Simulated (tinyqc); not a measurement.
Barrier and mass from two Fowler-Nordheim currents.

Question. Fowler-Nordheim tunnelling through a dielectric follows J = A F^2 exp(-B/F), A = q^2 me/(16 pi^2 hbar m1 phi1) (A/V^2 with phi1 in volts), B = (4/3) sqrt(m1/C) phi1^1.5 (V/nm), C = hbar^2/(2 m0). Find B, A, phi1 and m1.

Parameters, values chosen for the exercise: emitter mass in the supply function me = 0.55 m0.

Constants: q = 1.602176634e-19 C, hbar = 1.054571817e-34 J s, m0 = 9.1093837015e-31 kg, hbar^2/(2 m0) = 0.0380998212 eV nm^2. Results are converted to the units shown.

J at F = 0.65 and 1.48 V/nm (A/cm^2): 22916.315  1.3397430e7

Answer. The slope of ln(J/F^2) against 1/F is -B and the intercept gives A. A fixes the product m1 phi1, and B = (4/3) phi1 sqrt(m1 phi1/C) then gives phi1.

B = 5.477 V/nm
A = 2.475e-6 A/V^2
phi1 = 1.370 eV
m1 = 0.2500 m0

Numbers from tinyqc (`OMP_NUM_THREADS=1 python tinyqc.py 2540101 2540102 out.jsonl`; about 0.05 s on one thread of a shared Intel Xeon 2.30GHz).
